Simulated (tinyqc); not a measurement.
Worked calculation: donor level screened by free carriers (Yukawa potential). Values are carried at full precision from step to step, so a last printed digit may differ when a step is redone from the rounded ones.

Screening wave number: Debye ks^2 = 4 pi q n/(eps kB T); Thomas-Fermi ks^2 = 6 pi q n/(eps EF) with EF = c (3 pi^2 n/gv)^(2/3)/m, c = hbar^2/2m0; the two are joined by 1/ks^2 = sqrt(1/ks_D^4 + 1/ks_TF^4). 1e18/cm^3 = 1e-6/angstrom^3, q = e^2/(4 pi eps0).

Constants: e^2/(4 pi eps0) = 14.39964547 eV angstrom; kB = 8.617333262e-05 eV/K; hbar^2/2m0 = 3.80998211 eV angstrom^2; Ry = 13.60569312 eV; a0 (Bohr radius) = 0.5291772105 angstrom.

Inputs chosen for the exercise (near those of a donor in Si, with one mean mass; not measured data): m = 0.313 m0 (mass); eps = 11.4 (dielectric constant); gv = 6 (valleys); T = 300 K (temperature); n = 1.7 x 1e18/cm^3 (free-carrier density).

## Units and screening length

Give Ry* = Ry m/eps^2, a* = a0 eps/m, EF, the three values of ks, and x = ks a*.

Ry* = 32.768 meV
a* = 19.27 angstrom
EF = 5.03 meV

ks: Debye, Thomas-Fermi, joined (1/angstrom): 0.03231  0.08974  0.03217

x = 0.6201

EF/kB T = 0.19, so the Debye value, the smaller one, controls the screening.

## One-parameter trial function

Potential -(q/(eps r)) exp(-ks r), q = e^2/(4 pi eps0). In units Ry* = Ry m/eps^2 and a* = a0 eps/m the problem is [-Laplacian - 2 exp(-x r)/r] psi = E psi with x = ks a*.

For exp(-z r): E(z) = z^2 - 8 z^3/(2z + x)^2 in Ry*. Scan z = 0.5, 0.6, ..., 1.1, then minimise; first order gives -1 + 2x.

Scan (Ry*):
```
z    kinetic  potential        E
0.5   0.2500    -0.3810  -0.1310
0.6   0.3600    -0.5216  -0.1616
0.7   0.4900    -0.6724  -0.1824
0.8   0.6400    -0.8310  -0.1910
0.9   0.8100    -0.9958  -0.1858
1.0   1.0000    -1.1653  -0.1653
1.1   1.2100    -1.3389  -0.1289
```

best z = 0.814
E = -0.1912 Ry*
binding = 6.26 meV

First order in x would give 0.240 Ry*, a rigid shift by q ks/eps; it overstates the loss of binding by 0.431 Ry*.

## Converged levels

Converged values use 18 functions exp(-z r), z = 1.55^i, i = -11 to 6: S = 2/A^3, H = z_i z_j S - 2/(A + x)^2, A = z_i + z_j.

The 1s and 2s levels and the mean radius.

1s = -0.1973 Ry*
binding = 6.46 meV
<r> = 38.7 angstrom
second root = 0.0000 Ry*

The trial function misses by 0.0061 Ry*. Screening leaves 20 % of the bare binding, 0.25 kB T. 2s is no longer bound (it unbinds at x = 0.310).

## Checks

- 1s at x = 0.5 against the known -0.29623 Ry*: both -0.29623.
- 1s at x = 0 against -1: both -1.00000.

Computed by tinyqc, a small Python program: `OMP_NUM_THREADS=1 python tinyqc.py 1250096 1250097 out.jsonl` (the numbers bound the seed that draws the inputs); one thread of a shared host (Intel(R) Xeon(R) Processor @ 2.30GHz), about 0.02 s for the whole set of steps.
